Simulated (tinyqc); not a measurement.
From results back to parameters: donors with valley-orbit split 1s states. Three cases, with inputs chosen for the exercise.

Problem. The electron density is given and ND is hidden.

Each donor binds at most one electron, in any of its states. For a site s, W_s = sum over its states of g exp(E/kT), and the ionised share is 1/(1 + W_s exp(eta)), eta = (EF - Ec)/kT; n = Nc F_1/2(eta); neutrality n + NA = ND x (mean ionised share); holes are neglected. Nc from N = 2 (m kB T/(4 pi c))^(3/2) with c = hbar^2/2m0, in 1/angstrom^3; times 1e24 for 1/cm^3, m = md. F_j(eta) = (1/Gamma(j + 1)) integral_0^infinity x^j dx/(1 + exp(x - eta)), which tends to exp(eta) for eta << 0.

Constants: hbar^2/2m0 = 3.80998211 eV angstrom^2; kB = 8.617333262e-05 eV/K.

Case 1.

Values chosen (near those of As in Si; shifted at random, so the results belong to these values and not to a real crystal): md = 1.044 m0 (density-of-states mass of the conduction band); E = (51.8, 31.3, 29.2) meV (binding energies of 1s(A1), 1s(T2), 1s(E)); g = (2, 6, 4) (their degeneracies with spin); T = 300 K; NA = 1.3e+17 1/cm^3 (compensating acceptors, all ionised).

n = 3.1331e+17 1/cm^3

Case 2.

Values chosen (near those of Sb in Si; shifted at random, so the results belong to these values and not to a real crystal): md = 1.035 m0 (density-of-states mass of the conduction band); E = (42.6, 32.9, 30.4) meV (binding energies of 1s(A1), 1s(T2), 1s(E)); g = (2, 6, 4) (their degeneracies with spin); T = 300 K; NA = 1.4e+16 1/cm^3 (compensating acceptors, all ionised).

n = 4.0291e+16 1/cm^3

Case 3.

Values chosen (near those of As in Si; shifted at random, so the results belong to these values and not to a real crystal): md = 1.035 m0 (density-of-states mass of the conduction band); E = (52.3, 32.2, 29.1) meV (binding energies of 1s(A1), 1s(T2), 1s(E)); g = (2, 6, 4) (their degeneracies with spin); T = 500 K; NA = 1.1e+17 1/cm^3 (compensating acceptors, all ionised).

n = 1.5939e+17 1/cm^3

Find: eta; mean ionised share; ND.

Solution. n/Nc gives eta, eta and W_s give the ionised share, and ND = (n + NA)/share.

Case 1.

eta = -4.444
mean ionised share = 0.642
ND = 6.9e+17 1/cm^3

Case 2.

eta = -6.485
mean ionised share = 0.936
ND = 5.8e+16 1/cm^3

Case 3.

eta = -5.876
mean ionised share = 0.929
ND = 2.9e+17 1/cm^3

Computed by tinyqc, one run a case: `OMP_NUM_THREADS=1 python tinyqc.py N N+1 out.jsonl` with N = 1651277, 1651323, 1651326; one thread of a shared Intel(R) Xeon(R) Processor @ 2.30GHz, about 0.02 s a run at most.
